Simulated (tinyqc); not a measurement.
Mobility of a non-polar semiconductor in the relaxation-time approximation: one step, computed by the program tinyqc. Command: `OMP_NUM_THREADS=1 python tinyqc.py 3030737 3030738 out.jsonl rta walk`. One thread of a shared host (Intel(R) Xeon(R) Processor @ 2.30GHz), about 0.01 s of CPU time with the checks.

Each valley is treated as a sphere of mass m_d for states and rates, with one isotropic relaxation time; the conductivity mass m_c sets the current.

Question. Fermi level and screening. Parabolic band: E = hbar^2 k^2/(2 m), speed v = hbar k/m, states per spin, volume and energy g(E) = m k/(2 pi^2 hbar^2). Here m = m_d. Masses are multiplied by m_0 and all formulas are in SI units. The reduced Fermi level eta = E_F/(k_B T) solves n = 2 Z int g f dE with f = 1/(1 + exp(x - eta)) (Z = 1 unless valleys are given); screening length L_s = sqrt(eps_s eps_0 k_B T/(e^2 dn/deta)), dn/deta = 2 Z int g f (1 - f) dE. Integrals over x = E/(k_B T) use 160 Gauss-Legendre points in u = sqrt(x) from 0 to sqrt(max(eta, 0) + 32).

Inputs (values chosen for the exercise, modelled on electrons in germanium): equivalent valleys Z = 4; static permittivity eps_s = 16; carrier density n = 1.5e+14 1/cm^3; temperature T = 350 K.

Band: parabolic. Impurity formula: Brooks-Herring. Further scattering: alloy.

density-of-states mass m_d = 0.2217676 m_0

Constants: k_B = 8.617333262e-05 eV/K; m_0 = 9.1093837015e-31 kg; e = 1.602176634e-19 C; hbar = 1.054571817e-34 J s; eps_0 = 8.8541878128e-12 F/m; k_B = 1.380649e-23 J/K.

Give: reduced Fermi level eta; screening length L_s.

Answer.

reduced Fermi level eta = -11.386

screening length L_s = 421.65 nm

The gas is non-degenerate (eta < -2), and L_s is close to the Debye length.
